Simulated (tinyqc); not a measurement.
Which pair of peaks is best: composition and strain of an epitaxial Si(1-x)Ge(x) layer from Raman and X-ray peaks. Computed by tinyqc, a small Python program. Command: `OMP_NUM_THREADS=1 python tinyqc.py 3024610 3024611 out.jsonl epiraman walk`. One thread of a shared host (Intel(R) Xeon(R) Processor @ 2.30GHz), about 0.01 s of CPU time with the checks.

A (001) layer, biaxially strained in the plane. The Raman peaks follow empirical lines omega = w0 + c1 x + c3 x^3 + b eps (c3 for Si-Ge alone), with eps the in-plane strain.

Inputs (values chosen for the exercise, modelled on silicon-germanium):
```
quantity                     value  unit
Ge fraction x                  0.8     -
Si-Si: c1                      -67  1/cm
Si-Si: strain coefficient b   -757  1/cm
Si-Ge: c1                     24.4  1/cm
Si-Ge: c3                    -34.7  1/cm
Si-Ge: strain coefficient b   -554  1/cm
Ge-Ge: c1                       20  1/cm
Ge-Ge: strain coefficient b   -455  1/cm
uncertainty of a Raman peak    0.2  1/cm
```

Substrate: relaxed alloy buffer.

Method. For each pair invert J = [d omega/dx, d omega/d eps] at the true x. Independent errors of the given size in both peaks give sigma_x and sigma_eps = uncertainty x (norm of the rows of the inverse of J).

Error propagation:
```
pair                det J    sigma_x  sigma_eps (per mille)
Si-Si and Si-Ge  5.154432   0.036398                 3.0729
Si-Si and Ge-Ge    45.625  0.0038716                0.30650
Si-Ge and Ge-Ge  30.29192  0.0047333                0.30847
```

What does the comparison show, and why?

The pair Si-Si and Ge-Ge fixes x best (sigma_x = 0.0039) and Si-Si and Si-Ge worst (0.036), a factor 9.4. Strain moves all peaks the same way, so a good pair needs different ratios of composition slope to strain coefficient, best of opposite sign; the slopes here are -67, -42.2 and 20 per cm for Si-Si, Si-Ge and Ge-Ge. Errors in the coefficients themselves are not counted.

Extremes, crossings and ranges named in words are read from the listed rows.
